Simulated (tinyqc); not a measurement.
Do the excited 1s states matter for ionisation? Model: valley-orbit splitting of a donor ground state, with strain. Computed by tinyqc, a small Python program. Command: `OMP_NUM_THREADS=1 python tinyqc.py 3010566 3010567 out.jsonl valleyorbit walk`. One thread of a shared host (Intel(R) Xeon(R) Processor @ 2.30GHz), about 0.01 s of CPU time with the checks.

The basis is the 1s envelope in each valley; energies are counted from the unstrained conduction-band edge. The strain is e_s (a a^T - 1/3) for the unit stress axis a, so valley j along n_j moves by Xi_u e_s w_j with w_j = (n_j.a)^2 - 1/3: +1/6 for x and y, -1/3 for z. The splitting at the zone boundary that a [110] shear adds for <100> valleys is left out.

Inputs (values chosen for the exercise, modelled on donors in silicon):
```
quantity                                  value   unit
single-valley binding energy E_0           31.8    meV
central-cell shift Lambda                  5.94    meV
coupling Delta_1                           4.17    meV
coupling Delta_2                           2.67    meV
shear deformation potential Xi_u            8.4     eV
donor density N_D                         2e+15  cm^-3
density-of-states mass of one valley m_e   0.32    m_0
```

Valleys: six along <100>. Stress axis: [110].

Constants: k_B = 8.617333262e-05 eV/K; m_0 = 9.1093837015e-31 kg; k_B = 1.380649e-23 J/K; h = 6.62607015e-34 J s.

Method:
- By symmetry: E(A1) = E_0 + Lambda + 4 Delta_1 + Delta_2 (one state), E(T2) = E_0 + Lambda - Delta_2 (three), E(E) = E_0 + Lambda - 2 Delta_1 + Delta_2 (two), as binding energies.
- H_jj = -(E_0 + Lambda) + Xi_u e_s w_j; H_jk = -Delta_2 between opposite valleys and -Delta_1 between perpendicular ones.
- z = sum over levels of exp(-(E - E_ground)/k_B T), the ground-state share being 1/z; N_c = 2 (2 pi m_e k_B T/h^2)^(3/2) sum_j exp(-(shift_j - lowest shift)/k_B T); n1 = N_c/(2 z) exp(-binding/k_B T), binding = lowest shift - E_ground; without compensation n = 2 N_D/(1 + sqrt(1 + 4 N_D/n1)) (Boltzmann statistics; p and higher states left out).
- No strain here. The last two columns set z = 1, with the A1 depth, or use one level at E_0 with z equal to the number of valleys.

E(A1) = 57.09 meV

Ionised share:
```
T (K)       z  all 1s states  ground state alone  no splitting
33     1.0016     6.8839e-04          6.8894e-04       0.02372
55     1.0390     5.3486e-02          5.4490e-02       0.27979
83     1.1986     4.0875e-01          4.3677e-01       0.72713
120    1.5346     8.4222e-01          8.8618e-01       0.93422
170    2.0298     9.6778e-01          9.8360e-01       0.98253
270    2.8467     9.9437e-01          9.9801e-01       0.99599
440    3.7123     9.9862e-01          9.9963e-01       0.99886
```

What follows from these numbers?

z grows from 1.002 to 3.71 of at most 6. Leaving out the excited states overstates the ionised share by up to 6.9 % (at 83.0 K); ignoring the splitting misses by a factor 34.5 at the lowest T and 1.00 at the highest.

Extremes, crossings and ranges named in words are read from the listed rows.
